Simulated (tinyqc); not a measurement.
Tight binding, dimerised chain, step by step. One step of it, computed by the program tinyqc.

Problem. Bloch Hamiltonian at X. H_AA = +delta, H_BB = -delta, H_AB = -t1 - t2 exp(-i k a).

Parameters chosen for this model:
```
parameter     value                      unit
t1         1.120000       eV, inside the cell
t2         1.460000         eV, between cells
delta      0.890000  eV, +/- on the two sites
```

k point X (2 pi / a): [0.500000]

Give: H(k) at X.

Solution.

H(k) at X (eV), order A, B:
```
[[0.890, 0.340],
 [0.340, -0.890]]
```
